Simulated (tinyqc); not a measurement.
Anisotropic elasticity and sound waves of a cubic crystal: one step, computed by the program tinyqc.

Voigt order 1..6 = xx, yy, zz, yz, xz, xy, with engineering shear strains. The rotated frame has x' as named, z' along the wafer normal and y' = z' x x'.

Problem. Sound waves along the wave normal. In the cube axes, with unit normal n: G_ij = (C12 + C44) n_i n_j + (C44 - H n_i^2) delta_ij, eigenvalues rho v^2, eigenvectors u (columns, largest component positive). Group velocity V_i = [(C12 + C44)(u.n) u_i + C44 n_i - H u_i^2 n_i]/(rho v); its angle to n has cosine v/|V|.

Inputs (values chosen for the exercise, modelled on indium phosphide): C12 = 56.99 GPa; C44 = 45.54 GPa; density rho = 4.825 g/cm^3.

Frame: (001) wafer, x' along [110].

wave normal (not normalised): 4  3.5  2.2

H = 48.85 GPa

Give: Christoffel matrix; phase velocities; polarisations; group speeds; angles between V and n.

Solution.

Christoffel matrix (GPa):
```
       x      y      z
x  71.50  43.38  27.27
y  43.38  65.41  23.86
z  27.27  23.86  53.39
```

phase velocities (m/s): 2270  2739  5175

polarisations:
```
      slow     fast  longitudinal
x   0.7048  -0.2518        0.6632
y  -0.7043  -0.3598        0.6119
z  -0.0846   0.8984        0.4309
```

group speeds (m/s): 2404  3042  5191

angles between V and n (degree): 19.19  25.81  4.48

Energy flows off the wave normal by up to 25.8 degrees, for the fast transverse wave.
